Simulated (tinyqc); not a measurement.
Enthalpies against pressure: pressure-driven transition between two phases with analytic equations of state. Computed by tinyqc, a small Python program. Command: `OMP_NUM_THREADS=1 python tinyqc.py 3030597 3030598 out.jsonl transition walk`. One thread of a shared host (Intel(R) Xeon(R) Processor @ 2.30GHz), about 0.02 s of CPU time with the checks.

Each phase obeys E = E0 + (B0 V/B') [(V0/V)^B'/(B' - 1) + 1] - B0 V0/(B' - 1), P = (B0/B') [(V0/V)^B' - 1]; E0 = 0 for phase 1 and Delta E0 for phase 2. H = E + P V.

Inputs (values chosen for the exercise, for two model phases):

| quantity | value | unit |
|---|---|---|
| volume V0 of phase 1 | 31.2 | angstrom^3/atom |
| B0 of phase 1 | 61.1 | GPa |
| B' of phase 1 | 3.5 | - |
| volume V0 of phase 2 | 25.9 | angstrom^3/atom |
| B0 of phase 2 | 56.9 | GPa |
| B' of phase 2 | 5.1 | - |
| energy of phase 2 above phase 1, Delta E0 | 0.22 | eV/atom |

Equation of state: Murnaghan.

Constants: 1 eV/angstrom^3 = 160.2176634 GPa.

Method. Start from P = Delta E0/(V0 of phase 1 - V0 of phase 2); at each P solve P(V) = P for both phases and step P(new) = P - (H_2 - H_1)/(V_2 - V_1); stop when |H_2 - H_1| < 1e-10 eV. At the zero-temperature transition the volume change is V_2/V_1 - 1 and the work is P (V_1 - V_2). For each P solve P(V) = P in both phases.

transition pressure = 6.96791 GPa

V_1 at the transition = 28.3452 angstrom^3

V_2 at the transition = 23.5494 angstrom^3

Both phases:

| P (GPa) | V_1 (angstrom^3) | V_2 (angstrom^3) | H_2 - H_1 (meV/atom) | stable |
|---|---|---|---|---|
| 0.0 | 31.200 | 25.900 | 220.00 | phase 1 |
| 1.7 | 30.383 | 25.190 | 164.31 | phase 1 |
| 3.5 | 29.613 | 24.551 | 106.70 | phase 1 |
| 5.2 | 28.960 | 24.028 | 53.67 | phase 1 |
| 6.4 | 28.536 | 23.697 | 17.08 | phase 1 |
| 7.5 | 28.171 | 23.416 | -15.86 | phase 2 |
| 9.1 | 27.675 | 23.041 | -62.74 | phase 2 |
| 11.0 | 27.134 | 22.640 | -116.86 | phase 2 |

What does the comparison show, and why?

H_2 - H_1 changes with slope V_2 - V_1, from -5.300 to -4.495 angstrom^3 per atom over the table, and passes zero at 6.97 GPa. An error of 10 meV per atom in Delta E0 moves the transition by about 0.33 GPa.
